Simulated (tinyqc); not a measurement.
Impurity strength from the transmission.

Inverse problem. An infinite chain has hopping -t with t = 2.1 eV and site energy 0; E = -2 t cos(k) with E = 0.66 eV. One site has the energy u > 0, so T(E) = 1/[1 + u^2/(4 t^2 sin^2 k)]. Find sin^2 k and u.

T(E) = 0.39252567

Answer. sin^2 k = 1 - (E/2t)^2, and u = 2 t |sin k| sqrt(1/T(E) - 1).

sin^2 k = 0.975
u = 5.16 eV

Program tinyqc, `OMP_NUM_THREADS=1 python tinyqc.py 2660035 2660036 out.jsonl`; Intel Xeon 2.30GHz, shared host, one thread, about 0.01 s.
